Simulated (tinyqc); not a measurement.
RHF in the sto-6g basis, for H6, spin multiplicity 1, step by step (part 1 of 2). Computed by tinyqc, a small Python program that keeps every step (integrals from PySCF). Settings: charge = 0, multiplicity = 1, basis = sto-6g, energy threshold = 1e-10, iteration cap = 75, orthogonalisation = canonical, start = atomic densities, DIIS depth = 8, method = RHF. Command: `OMP_NUM_THREADS=1 python tinyqc.py 23777 23778 out.jsonl` (the two numbers bound the seeds that draw the settings). One thread of a shared host (Intel(R) Xeon(R) Processor @ 2.60GHz), about 0.1 s of CPU time with the checks. Later iterations appear only in the table of the cycle.

## One-electron integrals

Geometry (angstrom):
```
atom         x         y         z
H     0.000000  0.000000  0.000000
H     0.000000  0.000000  0.816000
H     0.000000  0.000000  1.977000
H     0.000000  0.000000  2.793000
H     0.000000  0.000000  3.953000
H     0.000000  0.000000  4.769000
```

Basis sto-6g: exponents (1/bohr^2) and contraction coefficients of normalised primitives:
```
element  l (shell)   exponent  coefficient
H            s (1)  35.523221     0.009164
H            s (1)   6.513144     0.049361
H            s (1)   1.822143     0.168538
H            s (1)   0.625955     0.370563
H            s (1)   0.243077     0.416492
H            s (1)   0.100112     0.130334
```

Overlap, kinetic and nuclear-attraction integrals over the contracted functions; the nuclear repulsion is the sum of Za Zb / Rab.

nuclear repulsion = 4.85480826 hartree

overlap S:
```
          1H 1s     2H 1s     3H 1s     4H 1s     5H 1s     6H 1s
1H 1s  1.000000  0.610409  0.124391  0.031386  0.003572  0.000654
2H 1s  0.610409  1.000000  0.407390  0.124391  0.016916  0.003572
3H 1s  0.124391  0.407390  1.000000  0.610409  0.124590  0.031441
4H 1s  0.031386  0.124391  0.610409  1.000000  0.407911  0.124590
5H 1s  0.003572  0.016916  0.124590  0.407911  1.000000  0.610409
6H 1s  0.000654  0.003572  0.031441  0.124590  0.610409  1.000000
```

kinetic energy T (hartree):
```
           1H 1s      2H 1s      3H 1s      4H 1s      5H 1s      6H 1s
1H 1s   0.768522   0.192379  -0.011394  -0.007391  -0.001368  -0.000328
2H 1s   0.192379   0.768522   0.063420  -0.011394  -0.004722  -0.001368
3H 1s  -0.011394   0.063420   0.768522   0.192379  -0.011384  -0.007400
4H 1s  -0.007391  -0.011394   0.192379   0.768522   0.063666  -0.011384
5H 1s  -0.001368  -0.004722  -0.011384   0.063666   0.768522   0.192379
6H 1s  -0.000328  -0.001368  -0.007400  -0.011384   0.192379   0.768522
```

nuclear attraction V (hartree):
```
           1H 1s      2H 1s      3H 1s      4H 1s      5H 1s      6H 1s
1H 1s  -2.548640  -1.576628  -0.303575  -0.074969  -0.008139  -0.001439
2H 1s  -1.576628  -2.865346  -1.072454  -0.317925  -0.040375  -0.008139
3H 1s  -0.303575  -1.072454  -3.019980  -1.755196  -0.318497  -0.075115
4H 1s  -0.074969  -0.317925  -1.755196  -3.020269  -1.074159  -0.304132
5H 1s  -0.008139  -0.040375  -0.318497  -1.074159  -2.865838  -1.576818
6H 1s  -0.001439  -0.008139  -0.075115  -0.304132  -1.576818  -2.548842
```

core Hamiltonian H = T + V (hartree):
```
           1H 1s      2H 1s      3H 1s      4H 1s      5H 1s      6H 1s
1H 1s  -1.780117  -1.384249  -0.314969  -0.082360  -0.009507  -0.001768
2H 1s  -1.384249  -2.096824  -1.009034  -0.329318  -0.045097  -0.009507
3H 1s  -0.314969  -1.009034  -2.251458  -1.562817  -0.329880  -0.082515
4H 1s  -0.082360  -0.329318  -1.562817  -2.251747  -1.010493  -0.315515
5H 1s  -0.009507  -0.045097  -0.329880  -1.010493  -2.097316  -1.384439
6H 1s  -0.001768  -0.009507  -0.082515  -0.315515  -1.384439  -1.780320
```

## Two-electron integrals

Functions are numbered as in S; the eight-fold symmetry (ij|kl) = (ji|kl) = (kl|ij) leaves the list below.

Two-electron integrals (ij|kl) in chemists' order, unique and non-zero (hartree):
```
(11|11) 0.774999   (21|11) 0.402060   (21|21) 0.249725   (22|11) 0.541782
(22|21) 0.402060   (22|22) 0.774999   (31|11) 0.058205   (31|21) 0.039976
(31|22) 0.072971   (31|31) 0.007898   (32|11) 0.151838   (32|21) 0.117038
(32|22) 0.241604   (32|31) 0.027001   (32|32) 0.102061   (33|11) 0.266653
(33|21) 0.204065   (33|22) 0.428829   (33|31) 0.058205   (33|32) 0.241604
(33|33) 0.774999   (41|11) 0.011990   (41|21) 0.008353   (41|22) 0.015531
(41|31) 0.001783   (41|32) 0.006345   (41|33) 0.015531   (41|41) 0.000430
(42|11) 0.037746   (42|21) 0.028567   (42|22) 0.058205   (42|31) 0.007004
(42|32) 0.027001   (42|33) 0.072971   (42|41) 0.001783   (42|42) 0.007898
(43|11) 0.136065   (43|21) 0.100694   (43|22) 0.204065   (43|31) 0.028567
(43|32) 0.117038   (43|33) 0.402060   (43|41) 0.008353   (43|42) 0.039976
(43|43) 0.249725   (44|11) 0.189431   (44|21) 0.136065   (44|22) 0.266653
(44|31) 0.037746   (44|32) 0.151838   (44|33) 0.541782   (44|41) 0.011990
(44|42) 0.058205   (44|43) 0.402060   (44|44) 0.774999   (51|11) 0.001066
(51|21) 0.000752   (51|22) 0.001416   (51|31) 0.000169   (51|32) 0.000617
(51|33) 0.001620   (51|41) 0.000043   (51|42) 0.000186   (51|43) 0.000954
(51|44) 0.001519   (51|51) 4.74e-06   (52|11) 0.004073   (52|21) 0.003007
(52|22) 0.005993   (52|31) 0.000750   (52|32) 0.002886   (52|33) 0.008227
(52|41) 0.000202   (52|42) 0.000910   (52|43) 0.005004   (52|44) 0.008226
(52|51) 0.000023   (52|52) 0.000118   (53|11) 0.022743   (53|21) 0.016283
(53|22) 0.031782   (53|31) 0.004399   (53|32) 0.017440   (53|33) 0.058313
(53|41) 0.001324   (53|42) 0.006265   (53|43) 0.040049   (53|44) 0.073102
(53|51) 0.000170   (53|52) 0.000911   (53|53) 0.007924   (54|11) 0.064376
(54|21) 0.044949   (54|22) 0.085227   (54|31) 0.011749   (54|32) 0.045508
(54|33) 0.152074   (54|41) 0.003683   (54|42) 0.017434   (54|43) 0.117223
(54|44) 0.241986   (54|51) 0.000524   (54|52) 0.002890   (54|53) 0.027084
(54|54) 0.102348   (55|11) 0.133867   (55|21) 0.091360   (55|22) 0.168681
(55|31) 0.022711   (55|32) 0.085136   (55|33) 0.266784   (55|41) 0.006895
(55|42) 0.031741   (55|43) 0.204183   (55|44) 0.429114   (55|51) 0.001066
(55|52) 0.005993   (55|53) 0.058313   (55|54) 0.241986   (55|55) 0.774999
(61|11) 0.000163   (61|21) 0.000116   (61|22) 0.000222   (61|31) 0.000027
(61|32) 0.000102   (61|33) 0.000278   (61|41) 0.000007   (61|42) 0.000032
(61|43) 0.000169   (61|44) 0.000278   (61|51) 8.29e-07   (61|52) 4.16e-06
(61|53) 0.000032   (61|54) 0.000102   (61|55) 0.000222   (61|61) 1.49e-07
(62|11) 0.000742   (62|21) 0.000541   (62|22) 0.001066   (62|31) 0.000136
(62|32) 0.000523   (62|33) 0.001519   (62|41) 0.000037   (62|42) 0.000169
(62|43) 0.000954   (62|44) 0.001620   (62|51) 4.49e-06   (62|52) 0.000023
(62|53) 0.000186   (62|54) 0.000617   (62|55) 0.001416   (62|61) 8.29e-07
(62|62) 4.74e-06   (63|11) 0.005112   (63|21) 0.003602   (63|22) 0.006906
(63|31) 0.000946   (63|32) 0.003684   (63|33) 0.012014   (63|41) 0.000283
(63|42) 0.001324   (63|43) 0.008369   (63|44) 0.015562   (63|51) 0.000038
(63|52) 0.000203   (63|53) 0.001789   (63|54) 0.006366   (63|55) 0.015562
(63|61) 0.000007   (63|62) 0.000043   (63|63) 0.000432   (64|11) 0.017682
(64|21) 0.012181   (64|22) 0.022743   (64|31) 0.003092   (64|32) 0.011752
(64|33) 0.037815   (64|41) 0.000946   (64|42) 0.004399   (64|43) 0.028620
(64|44) 0.058313   (64|51) 0.000136   (64|52) 0.000752   (64|53) 0.007027
(64|54) 0.027084   (64|55) 0.073102   (64|61) 0.000027   (64|62) 0.000170
(64|63) 0.001789   (64|64) 0.007924   (65|11) 0.074199   (65|21) 0.050094
(65|22) 0.091360   (65|31) 0.012164   (65|32) 0.044900   (65|33) 0.136122
(65|41) 0.003597   (65|42) 0.016261   (65|43) 0.100744   (65|44) 0.204183
(65|51) 0.000541   (65|52) 0.003007   (65|53) 0.028620   (65|54) 0.117223
(65|55) 0.402060   (65|61) 0.000116   (65|62) 0.000752   (65|63) 0.008369
(65|64) 0.040049   (65|65) 0.249725   (66|11) 0.110962   (66|21) 0.074199
(66|22) 0.133867   (66|31) 0.017656   (66|32) 0.064304   (66|33) 0.189498
(66|41) 0.005104   (66|42) 0.022711   (66|43) 0.136122   (66|44) 0.266784
(66|51) 0.000742   (66|52) 0.004073   (66|53) 0.037815   (66|54) 0.152074
(66|55) 0.541782   (66|61) 0.000163   (66|62) 0.001066   (66|63) 0.012014
(66|64) 0.058313   (66|65) 0.402060   (66|66) 0.774999
```

## Orthogonalisation

S = U s U^T; canonical form X = U s^(-1/2), so that X^T S X = 1. Each column of U has its largest component positive (the first on a tie).

eigenvalues of S: 0.223286  0.331623  0.494397  1.171317  1.654337  2.125039

X:
```
               1          2          3          4          5         6
1H 1s  -0.515642  -0.771182  -0.649895   0.432303   0.374401  0.198571
2H 1s   0.832567   0.912914   0.444956   0.229870   0.386613  0.275931
3H 1s  -1.129915  -0.286345   0.625152  -0.432471   0.114092  0.345668
4H 1s   1.130916  -0.284996  -0.624982  -0.432151  -0.113966  0.345822
5H 1s  -0.834659   0.911632  -0.445113   0.230128  -0.386057  0.276358
6H 1s   0.516886  -0.770096   0.650209   0.432746  -0.373873  0.198892
```

## Starting guess

The start is atomic minimal-basis densities projected into this basis (PySCF's MINAO start) and scaled to the electron count of each spin; this density is not idempotent, so its energy is not variational and may lie below the converged one.

D at the start:
```
          1H 1s     2H 1s     3H 1s     4H 1s     5H 1s     6H 1s
1H 1s  0.947443  0.096427  0.025823  0.002920  0.002434  0.000104
2H 1s  0.096427  0.886185  0.100799  0.019323  0.010450  0.002434
3H 1s  0.025823  0.100799  0.894624  0.098786  0.019361  0.002939
4H 1s  0.002920  0.019323  0.098786  0.894532  0.100806  0.025856
5H 1s  0.002434  0.010450  0.019361  0.100806  0.886103  0.096424
6H 1s  0.000104  0.002434  0.002939  0.025856  0.096424  0.947454
```

## Iteration 1: building the Fock matrix

J_ij = sum D_kl (ij|kl), K_ij = sum D_kl (ik|jl); F = H + J - 0.5 K; E = tr D H + tr D J / 2 - 0.25 tr D K + E_nn.

Coulomb J (hartree):
```
          1H 1s     2H 1s     3H 1s     4H 1s     5H 1s     6H 1s
1H 1s  2.014916  1.307699  0.267054  0.066934  0.007418  0.001325
2H 1s  1.307699  2.308628  0.934245  0.281010  0.036523  0.007418
3H 1s  0.267054  0.934245  2.461368  1.480675  0.281499  0.067062
4H 1s  0.066934  0.281010  1.480675  2.461579  0.935640  0.267527
5H 1s  0.007418  0.036523  0.281499  0.935640  2.309038  1.307872
6H 1s  0.001325  0.007418  0.067062  0.267527  1.307872  2.015115
```

exchange K (hartree):
```
          1H 1s     2H 1s     3H 1s     4H 1s     5H 1s     6H 1s
1H 1s  1.052410  0.865863  0.274878  0.101574  0.019891  0.005949
2H 1s  0.865863  1.162370  0.608252  0.278907  0.062878  0.019893
3H 1s  0.274878  0.608252  1.174708  0.900348  0.279347  0.101748
4H 1s  0.101574  0.278907  0.900348  1.175002  0.609178  0.275323
5H 1s  0.019891  0.062878  0.279347  0.609178  1.162703  0.865966
6H 1s  0.005949  0.019893  0.101748  0.275323  0.865966  1.052449
```

Fock matrix F (hartree):
```
           1H 1s      2H 1s      3H 1s      4H 1s      5H 1s      6H 1s
1H 1s  -0.291407  -0.509481  -0.185354  -0.066212  -0.012035  -0.003418
2H 1s  -0.509481  -0.369381  -0.378915  -0.187761  -0.040013  -0.012036
3H 1s  -0.185354  -0.378915  -0.377444  -0.532316  -0.188054  -0.066327
4H 1s  -0.066212  -0.187761  -0.532316  -0.377669  -0.379442  -0.185650
5H 1s  -0.012035  -0.040013  -0.188054  -0.379442  -0.369630  -0.509550
6H 1s  -0.003418  -0.012036  -0.066327  -0.185650  -0.509550  -0.291430
```

total energy of this density = -2.54567239 hartree

This density is the starting one; it is not idempotent, so its energy is not variational and may lie below the converged one.

## Iteration 1: diagonalisation and new density

Diagonalise F' = X^T F X, C = X C', fill 3 alpha and 3 beta electrons from the bottom; D = 2 C_occ C_occ^T. Each column has its largest component positive (the first on a tie).

F' = X^T F X (hartree):
```
           1          2          3          4          5          6
1   1.083078   0.000061   0.006116   0.000047  -0.007144  -0.000001
2   0.000061   0.655775   0.000001  -0.010459   0.000003  -0.008929
3   0.006116   0.000001   0.303654   0.000000  -0.016826   0.000049
4   0.000047  -0.010459   0.000000  -0.287420   0.000006   0.010192
5  -0.007144   0.000003  -0.016826   0.000006  -0.516639   0.000034
6  -0.000001  -0.008929   0.000049   0.010192   0.000034  -0.703534
```

orbital energies (hartree): MO1 -0.703839, MO2 -0.517015, MO3 -0.287291, MO4 0.303948, MO5 0.655951, MO6 1.083159

coefficients C:
```
            MO1        MO2        MO3        MO4        MO5        MO6
1H 1s  0.183045   0.358779   0.428264  -0.653234  -0.777186  -0.522582
2H 1s  0.275985   0.399328   0.246788   0.430274   0.908319   0.834445
3H 1s  0.354191   0.121986  -0.427137   0.631766  -0.283634  -1.125476
4H 1s  0.354453  -0.121692  -0.426883  -0.631574  -0.282611   1.126367
5H 1s  0.276585  -0.398701   0.247077  -0.430399   0.907266  -0.836267
6H 1s  0.183434  -0.358194   0.428667   0.653547  -0.776257   0.523635
```

D after iteration 1:
```
           1H 1s      2H 1s      3H 1s      4H 1s      5H 1s      6H 1s
1H 1s   0.691277   0.598958  -0.148657  -0.323196   0.026792   0.177293
2H 1s   0.598958   0.593071   0.082102  -0.112242  -0.043807   0.026756
3H 1s  -0.148657   0.082102   0.645556   0.586074  -0.112415  -0.323647
4H 1s  -0.323196  -0.112242   0.586074   0.645350   0.082165  -0.148764
5H 1s   0.026792  -0.043807  -0.112415   0.082165   0.593017   0.598922
6H 1s   0.177293   0.026756  -0.323647  -0.148764   0.598922   0.691413
```

## Iteration 2: building the Fock matrix

As before.

Coulomb J (hartree):
```
          1H 1s     2H 1s     3H 1s     4H 1s     5H 1s     6H 1s
1H 1s  2.025646  1.311730  0.265795  0.066651  0.007377  0.001318
2H 1s  1.311730  2.296101  0.924415  0.279030  0.036254  0.007377
3H 1s  0.265795  0.924415  2.444955  1.475721  0.279513  0.066777
4H 1s  0.066651  0.279030  1.475721  2.445114  0.925776  0.266262
5H 1s  0.007377  0.036254  0.279513  0.925776  2.296458  1.311887
6H 1s  0.001318  0.007377  0.066777  0.266262  1.311887  2.025845
```

exchange K (hartree):
```
           1H 1s      2H 1s     3H 1s     4H 1s      5H 1s      6H 1s
1H 1s   1.152586   0.984025  0.215014  0.019000  -0.000819   0.011455
2H 1s   0.984025   1.188966  0.522972  0.214220   0.024828  -0.000825
3H 1s   0.215014   0.522972  1.198287  0.977631   0.214572   0.019039
4H 1s   0.019000   0.214220  0.977631  1.198403   0.523758   0.215367
5H 1s  -0.000819   0.024828  0.214572  0.523758   1.189118   0.984013
6H 1s   0.011455  -0.000825  0.019039  0.215367   0.984013   1.152612
```

Fock matrix F (hartree):
```
           1H 1s      2H 1s      3H 1s      4H 1s      5H 1s      6H 1s
1H 1s  -0.330764  -0.564531  -0.156681  -0.025209  -0.001721  -0.006178
2H 1s  -0.564531  -0.395206  -0.346105  -0.157398  -0.021257  -0.001718
3H 1s  -0.156681  -0.346105  -0.405646  -0.575912  -0.157653  -0.025257
4H 1s  -0.025209  -0.157398  -0.575912  -0.405835  -0.346596  -0.156937
5H 1s  -0.001721  -0.021257  -0.157653  -0.346596  -0.395417  -0.564558
6H 1s  -0.006178  -0.001718  -0.025257  -0.156937  -0.564558  -0.330781
```

total energy of this density = -3.28827308 hartree

## Iteration 2: DIIS over 2 matrices

error matrix X^T (FDS - SDF) X:
```
           1          2          3          4          5          6
1   0.000000  -0.000001  -0.001054   0.000140  -0.044703  -0.000007
2   0.000001   0.000000  -0.000001  -0.077820  -0.000020   0.022766
3   0.001054   0.000001   0.000000  -0.000012   0.031616  -0.000004
4  -0.000140   0.077820   0.000012   0.000000  -0.000001  -0.000772
5   0.044703   0.000020  -0.031616   0.000001   0.000000  -0.000001
6   0.000007  -0.022766   0.000004   0.000772   0.000001   0.000000
```

B (overlaps of the stored error matrices):
```
               1              2
1  9.9765248e-03  6.7520954e-03
2  6.7520954e-03  1.9147905e-02
```

Minimise |sum c_i e_i|^2 with sum c_i = 1: solve [B -1; -1 0][c; lambda] = [0; -1] with B_ij = tr e_i^T e_j, and take F = sum c_i F_i.

DIIS coefficients: 0.793574  0.206426

extrapolated F (hartree):
```
           1H 1s      2H 1s      3H 1s      4H 1s      5H 1s      6H 1s
1H 1s  -0.299531  -0.520845  -0.179435  -0.057748  -0.009906  -0.003987
2H 1s  -0.520845  -0.374712  -0.372142  -0.181494  -0.036141  -0.009906
3H 1s  -0.179435  -0.372142  -0.383266  -0.541316  -0.181779  -0.057849
4H 1s  -0.057748  -0.181494  -0.541316  -0.383483  -0.372662  -0.179723
5H 1s  -0.009906  -0.036141  -0.181779  -0.372662  -0.374953  -0.520905
6H 1s  -0.003987  -0.009906  -0.057849  -0.179723  -0.520905  -0.299553
```

## Iteration 2: diagonalisation and new density

As before.

F' = X^T F X (hartree):
```
           1          2          3          4          5          6
1   1.089767   0.000066   0.008460   0.000063  -0.011894  -0.000002
2   0.000066   0.665638   0.000005  -0.018919   0.000000  -0.006623
3   0.008460   0.000005   0.316424  -0.000001  -0.014097   0.000049
4   0.000063  -0.018919  -0.000001  -0.315993   0.000006   0.010685
5  -0.011894   0.000000  -0.014097   0.000006  -0.529562   0.000035
6  -0.000002  -0.006623   0.000049   0.010685   0.000035  -0.701072
```

orbital energies (hartree): MO1 -0.701395, MO2 -0.529882, MO3 -0.316069, MO4 0.316562, MO5 0.666037, MO6 1.089949

coefficients C:
```
            MO1        MO2        MO3        MO4        MO5        MO6
1H 1s  0.183123   0.359845  -0.422540  -0.650154  -0.780298  -0.525677
2H 1s  0.273477   0.400016  -0.255030   0.429172   0.906792   0.834691
3H 1s  0.356091   0.116329   0.428267   0.635813  -0.279482  -1.123805
4H 1s  0.356354  -0.116017   0.428028  -0.635615  -0.278498   1.124681
5H 1s  0.274092  -0.399384  -0.255323  -0.429310   0.905747  -0.836492
6H 1s  0.183524  -0.359256  -0.422941   0.650481  -0.779367   0.526721
```

D after iteration 2:
```
           1H 1s      2H 1s      3H 1s      4H 1s      5H 1s      6H 1s
1H 1s   0.683125   0.603568  -0.147782  -0.314701   0.028721   0.166081
2H 1s   0.603568   0.599686   0.069390  -0.116228  -0.039374   0.028688
3H 1s  -0.147782   0.069390   0.647491   0.593417  -0.116409  -0.315145
4H 1s  -0.314701  -0.116228   0.593417   0.647311   0.069448  -0.147903
5H 1s   0.028721  -0.039374  -0.116409   0.069448   0.599647   0.603539
6H 1s   0.166081   0.028688  -0.315145  -0.147903   0.603539   0.683250
```

## Iteration 3: building the Fock matrix

As before.

Coulomb J (hartree):
```
          1H 1s     2H 1s     3H 1s     4H 1s     5H 1s     6H 1s
1H 1s  2.024655  1.311864  0.265894  0.066686  0.007381  0.001318
2H 1s  1.311864  2.297315  0.924952  0.279227  0.036277  0.007381
3H 1s  0.265894  0.924952  2.447101  1.477133  0.279711  0.066812
4H 1s  0.066686  0.279227  1.477133  2.447265  0.926316  0.266361
5H 1s  0.007381  0.036277  0.279711  0.926316  2.297677  1.312023
6H 1s  0.001318  0.007381  0.066812  0.266361  1.312023  2.024854
```

exchange K (hartree):
```
           1H 1s      2H 1s     3H 1s     4H 1s      5H 1s      6H 1s
1H 1s   1.150898   0.985190  0.214726  0.019601  -0.000644   0.010877
2H 1s   0.985190   1.190478  0.520476  0.213708   0.025151  -0.000650
3H 1s   0.214726   0.520476  1.199517  0.980197   0.214060   0.019640
4H 1s   0.019601   0.213708  0.980197  1.199639   0.521264   0.215078
5H 1s  -0.000644   0.025151  0.214060  0.521264   1.190633   0.985180
6H 1s   0.010877  -0.000650  0.019640  0.215078   0.985180   1.150922
```

Fock matrix F (hartree):
```
           1H 1s      2H 1s      3H 1s      4H 1s      5H 1s      6H 1s
1H 1s  -0.330912  -0.564980  -0.156439  -0.025475  -0.001805  -0.005888
2H 1s  -0.564980  -0.394748  -0.344320  -0.156945  -0.021395  -0.001801
3H 1s  -0.156439  -0.344320  -0.404115  -0.575783  -0.157200  -0.025523
4H 1s  -0.025475  -0.156945  -0.575783  -0.404302  -0.344809  -0.156693
5H 1s  -0.001805  -0.021395  -0.157200  -0.344809  -0.394955  -0.565005
6H 1s  -0.005888  -0.001801  -0.025523  -0.156693  -0.565005  -0.330927
```

total energy of this density = -3.28995932 hartree
